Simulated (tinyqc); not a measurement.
Worked calculation: ellipsoidal valleys in the axes of a wafer and a channel. Values are carried at full precision from step to step, so a last printed digit may differ when a step is redone from the rounded ones.

Valleys with axes a along [111], [1-1-1], [-11-1] and [-1-11], one whole valley each; inverse mass tensor w = 1/mt + (1/ml - 1/mt) a a. Device axes: z = nz/|nz|, x = nx/|nx|, y = z cross x; in them a = (ax, ay, az). Confinement mass mz = 1/w_zz. In the plane w_ij is replaced by u_ij = w_ij - w_iz w_jz/w_zz (i, j = x, y); density-of-states mass md = 1/sqrt(det u); conductivity mass along x mc = 1/u_xx; ballistic transport mass mx = u_yy/det u, width mass my = 1/u_yy.

Constants: hbar^2/2m0 = 3.80998211 eV angstrom^2; kB = 8.617333262e-05 eV/K.

Parameters, chosen for this exercise (near those of the L valleys of GaAs; shifted at random, so the results belong to these values and not to a real crystal):
- ml = 1.831 m0 (longitudinal mass)
- mt = 0.074 m0 (transverse mass)
- nz = (1, 1, 2) (surface normal (confinement))
- nx = (1, 1, -1) (channel direction)
- t = 3 nm (thickness of the film)
- T = 400 K (temperature)

## Device axes and valley axes

Give the rows x, y, z in cubic components and each valley axis in device components.

device axes, rows x, y, z; columns [100], [010], [001]:
```
[[0.5774, 0.5774, -0.5774],
 [-0.7071, 0.7071, 0.0000],
 [0.4082, 0.4082, 0.8165]]
```

valley axes, rows [111], [1-1-1], [-11-1], [-1-11]; columns ax, ay, az:
```
[[0.33333, 0.00000, 0.94281],
 [0.33333, -0.81650, -0.47140],
 [0.33333, 0.81650, -0.47140],
 [-1.00000, 0.00000, 0.00000]]
```

## Tensors of the valley [111]

Form w and the reduced tensor u.

w (1/m0), rows x, y, z and columns alike:
```
[[12.0727, 0.0000, -4.0752],
 [0.0000, 13.5135, 0.0000],
 [-4.0752, 0.0000, 1.9870]]
```

u (1/m0), rows x, y and columns alike:
```
[[3.7144, 0.0000],
 [0.0000, 13.5135]]
```

The axis is tilted against the normal, so w_xz or w_yz is not zero and the reduction changes the masses in the plane.

## Masses of all valleys

Give mz, md, mc, mx and my.

Masses (m0):
```
valley        mz       md       mc       mx       my
[111]    0.50328  0.14115  0.26922  0.26922  0.07400
[1-1-1]  0.09406  0.32650  0.08560  0.26922  0.39596
[-11-1]  0.09406  0.32650  0.08560  0.26922  0.39596
[-1-11]  0.07400  0.36810  1.83100  1.83100  0.07400
```

mz md^2 = ml mt^2 = 0.01003 for every valley, so a heavy confinement mass comes with a small density of states. The heaviest mz is 0.503, for [111].

## Subbands and shares in a film

Hard walls: E_n = c (n pi/t)^2/mz, c = hbar^2/2m0, n = 1, 2, 3. Non-degenerate share of a valley proportional to md sum_n exp(-E_n/kT); mean 1/mc = sum of share/mc. 1 nm = 10 angstrom.

Give the ladders, the shares and the mean conductivity mass.

Subbands:
```
valley   E1 (meV)  E2 (meV)  E3 (meV)  share
[111]        83.0     332.1     747.2  1.000
[1-1-1]     444.2    1776.8    3997.9  0.000
[-11-1]     444.2    1776.8    3997.9  0.000
[-1-11]     564.6    2258.4    5081.5  0.000
```

mean mc = 0.2691 m0

The lowest ladder ([111]) holds 100 % of the electrons in these valleys, the next starts 361 meV higher. Energies of several hundred meV lie beyond the parabolic range, and real barriers are finite, so these are upper bounds.

## Checks

- mz md^2 against ml mt^2: they agree to 1e-10 or better.
- mx my against md^2: they agree to 1e-10 or better.

Run: tinyqc, `OMP_NUM_THREADS=1 python tinyqc.py 1880710 1880711 out.jsonl`; Intel(R) Xeon(R) Processor @ 2.30GHz, one thread, shared host; about 0.01 s of CPU time with all checks.
